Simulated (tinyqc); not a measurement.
From results back to parameters: Wannier exciton and Elliott formula. Four cases, with inputs chosen for the exercise.

Problem. Bulk exciton lines lie at Eg - Ry*/n^2 with Ry* = Ry mu/eps^2. Lines n = 1 and 3 were computed from hidden Eg and mu.

Constants: Ry = 13.60569312 eV; a0 (Bohr radius) = 0.5291772105 angstrom.

Case 1.

Values chosen (out of a larger set: near those of GaN; not measured data): eps = 9.2 (dielectric constant).

lines (eV): 3.491518  3.515058

Case 2.

Values chosen (out of a larger set: near those of CdTe; not measured data): eps = 10 (dielectric constant).

lines (eV): 1.630245  1.638916

Case 3.

Values chosen (out of a larger set: near those of GaAs; not measured data): eps = 12.8 (dielectric constant).

lines (eV): 1.554036  1.557560

Case 4.

Values chosen (out of a larger set: near those of ZnSe; not measured data): eps = 9 (dielectric constant).

lines (eV): 2.866587  2.883843

Find: Ry*; Eg; mu; a* = a0 eps/mu.

Solution. The spacing is Ry* (1/1 - 1/9).

Case 1.

Ry* = 26.48 meV
Eg = 3.5180 eV
mu = 0.165 m0
a* = a0 eps/mu = 30 angstrom

Case 2.

Ry* = 9.75 meV
Eg = 1.6400 eV
mu = 0.072 m0
a* = a0 eps/mu = 74 angstrom

Case 3.

Ry* = 3.96 meV
Eg = 1.5580 eV
mu = 0.048 m0
a* = a0 eps/mu = 142 angstrom

Case 4.

Ry* = 19.41 meV
Eg = 2.8860 eV
mu = 0.116 m0
a* = a0 eps/mu = 41 angstrom

Computed by tinyqc, one run a case: `OMP_NUM_THREADS=1 python tinyqc.py N N+1 out.jsonl` with N = 1252653, 1280379, 1280532, 1280610; one thread of a shared Intel(R) Xeon(R) Processor @ 2.30GHz, about 0.02 s a run at most.
